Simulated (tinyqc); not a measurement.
# LED efficiency against current

ABC model of an LED: J = q da (A n + Ba n^2 + Ca n^3), IQE = Ba n^2/(A n + Ba n^2 + Ca n^3), differential lifetime 1/(A + 2 Ba n + 3 Ca n^2).

Values chosen for this exercise:
- A = 1.7e5 1/s (defect coefficient of the active layer)
- Ba = 2.3e-10 cm^3/s (radiative coefficient of the active layer)
- Ca = 7.7e-31 cm^6/s (Auger coefficient of the active layer)
- da = 22 nm (thickness of the active layer)

Constants: q = 1.602176634e-19 C. Results are converted to the units shown.

LED efficiency against current:

| J (A/cm^2) | n (cm^-3) | IQE (%) | defect share (%) | Auger share (%) | differential lifetime (ns) |
|---|---|---|---|---|---|
| 0.06 | 2.684e16 | 97.31 | 2.680 | 0.008743 | 79.89 |
| 0.2 | 4.930e16 | 98.51 | 1.477 | 0.01626 | 43.76 |
| 1 | 1.107e17 | 99.30 | 0.6632 | 0.03679 | 19.57 |
| 4 | 2.217e17 | 99.59 | 0.3321 | 0.07391 | 9.780 |
| 20 | 4.959e17 | 99.69 | 0.1486 | 0.1655 | 4.370 |
| 70 | 9.274e17 | 99.61 | 0.07939 | 0.3093 | 2.332 |
| 300 | 1.917e18 | 99.32 | 0.03829 | 0.6375 | 1.123 |
| 1000 | 3.491e18 | 98.82 | 0.02092 | 1.155 | 0.6119 |
| 5000 | 7.753e18 | 97.46 | 0.009291 | 2.530 | 0.2699 |

What does the comparison show?

The IQE goes from 97.3 through a maximum of 99.7 (at J = 20 A/cm^2 among the rows listed) to 97.5 %. The exact peak, Q/(Q + 2) = 99.7 % with Q = Ba/sqrt(A Ca) = 636, lies at n = sqrt(A/Ca) = 4.70e17 cm^-3, J = 18.0 A/cm^2, where the defect and Auger shares are equal. n goes as J^(0.51) at the low end and J^(0.50) at the high end.

Numbers from tinyqc (`OMP_NUM_THREADS=1 python tinyqc.py 2300064 2300065 out.jsonl`; about 0.01 s on one thread of a shared Intel Xeon 2.30GHz).
